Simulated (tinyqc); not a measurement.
Strain-driven roughening and islands of a mismatched epitaxial film: one step, computed by the program tinyqc. Command: `OMP_NUM_THREADS=1 python tinyqc.py 3021785 3021786 out.jsonl island walk`. One thread of a shared host (Intel(R) Xeon(R) Processor @ 2.30GHz), about 0.01 s of CPU time with the checks.

Film and substrate share isotropic elastic constants; the film is coherent and biaxially strained.

Question. Asaro-Tiller-Grinfeld instability. A ripple A cos(k x) has the surface chemical potential per volume [gamma k^2 - 2 (1 + nu) w k] A cos(k x), so k_c = 2 (1 + nu) w/gamma. With surface diffusion the amplitude grows at the rate q = B k^2 [2 (1 + nu) w k - gamma k^2], fastest at k_m = (3/4) k_c. B is the surface mobility.

Inputs (values chosen for the exercise, for a model film): Poisson ratio nu = 0.3; surface energy gamma = 0.604 J/m^2; surface mobility D_s nu_s Omega^2/(k_B T) = 5.1e-34 m^6/(J s).

Transport: surface diffusion.

energy density w = 269.7805 MJ/m^3

Give: k_c; critical wavelength; fastest wavelength; growth time 1/q at k_m.

Answer.

k_c = 1.1613 1/nm

critical wavelength = 5.4104 nm

fastest wavelength = 7.2139 nm

growth time 1/q at k_m = 0.016923 s

Caution: a wavelength of a few nanometres is at the limit of continuum theory, where steps and facets rule.
